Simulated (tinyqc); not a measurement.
Vacuum evaporation: vapour pressure, source flux, thickness distribution, purity and step coverage: one step, computed by the program tinyqc.

Molecular flow, unit sticking of the metal, no re-evaporation. The background gas is taken as water vapour (18.015 g/mol, collision diameter 0.37 nm) at 300 K.

Question. Vapour pressure and flux. log10(p_v/Pa) = A - B/T; flux from the surface Phi = p_v/sqrt(2 pi m k_B T), m = M u. Mass loss = Phi x area x m; heat of evaporation = ln(10) R B; d ln Phi/dT = ln(10) B/T^2 - 1/(2 T).

Inputs (values chosen for the exercise, modelled on germanium, with constants for the liquid): molar mass M = 72.63 g/mol; vapour-pressure constant A = 10.66; vapour-pressure constant B = 17540 K; source temperature T = 1720 K; source area = 3.6 cm^2.

Constants: u = 1.6605390666e-27 kg; k_B = 1.380649e-23 J/K; R = 8.314462618 J/(mol K).

Give: vapour pressure p_v; flux Phi; mass loss; heat of evaporation; change of flux per kelvin.

Answer.

vapour pressure p_v = 2.900 Pa

flux Phi = 2.161e+18 1/(cm^2 s)

mass loss = 3.378 g/h

heat of evaporation = 335.8 kJ/mol

change of flux per kelvin = 1.336 %/K

Holding the rate to 1 % needs the temperature to about 0.75 K.
